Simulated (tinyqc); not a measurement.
# From eps_s back to fraction x of A

Model: two-mode optical phonons of a ternary alloy from two coupled oscillators. Computed by tinyqc, a small Python program. Command: `OMP_NUM_THREADS=1 python tinyqc.py 3024744 3024745 out.jsonl twomode inv`. One thread of a shared host (Intel(R) Xeon(R) Processor @ 2.30GHz), about 0.01 s of CPU time with the checks.

An alloy A(x)B(1-x)C has an A-C and a B-C bond oscillator. Each TO frequency moves linearly from the impurity mode (dilute end) to the TO of the pure crystal; each strength is proportional to the number of bonds.

Inputs (values chosen for the exercise, modelled on GaAs(1-x)P(x), with A-C the GaP-like and B-C the GaAs-like bond):
```
quantity                  value  unit
omega_TO of pure AC       362.5  1/cm
omega_LO of pure AC       404.1  1/cm
omega_TO of pure BC       269.9  1/cm
omega_LO of pure BC       294.6  1/cm
eps_inf of AC              9.27     -
eps_inf of BC                11     -
impurity mode of A in BC  356.5  1/cm
impurity mode of B in AC  269.3  1/cm
```

Method:
- omega_1 = (impurity mode of A) + x (omega_TO,AC - impurity mode of A); omega_2 = (impurity mode of B) + (1 - x)(omega_TO,BC - impurity mode of B); eps_inf = x eps_AC + (1 - x) eps_BC; strengths W_1 = x eps_AC (omega_LO,AC^2 - omega_TO,AC^2), W_2 = (1 - x) eps_BC (omega_LO,BC^2 - omega_TO,BC^2).
- eps(omega) = eps_inf + W_1/(omega_1^2 - omega^2) + W_2/(omega_2^2 - omega^2) = 0 is the eigenproblem of the matrix [[omega_1^2 + W_1/eps_inf, sqrt(W_1 W_2)/eps_inf], [sqrt(W_1 W_2)/eps_inf, omega_2^2 + W_2/eps_inf]] for omega_LO^2.
- Uncoupled values keep the diagonal alone. eps_s = eps_inf + W_1/omega_1^2 + W_2/omega_2^2.

Problem. A run gave the result below. Find the fraction x of A, known to lie between 0.26 and 0.64.

eps_s = 12.54293

Solution.

Each step takes the trial c = (a f_b - b f_a)/(f_b - f_a), f being the result less the target and a, b, c the logarithms of the listed values; c replaces end b, the old b replaces a if the sign of f changed, and otherwise f_a is halved.

Scan of the range:
```
fraction x of A    eps_s
0.260            12.7096
0.302            12.6445
0.351            12.5682
0.408            12.4790
0.474            12.3750
0.551            12.2527
0.640            12.1101
```

False position (Illinois rule, in the logarithm of the input) inside the bracket:
```
step     end a     end b     trial    eps_s
1     0.351000  0.408000  0.366304  12.5443
2     0.408000  0.366304  0.367153  12.5430
3     0.408000  0.367153  0.367245  12.5429
4     0.367153  0.367245  0.367201  12.5429
```

eps_s falls at every point of a 13-point scan of the range (every second point is shown), so one value fits; it is bracketed by 0.351 and 0.408. Answer: fraction x of A = 0.3672.
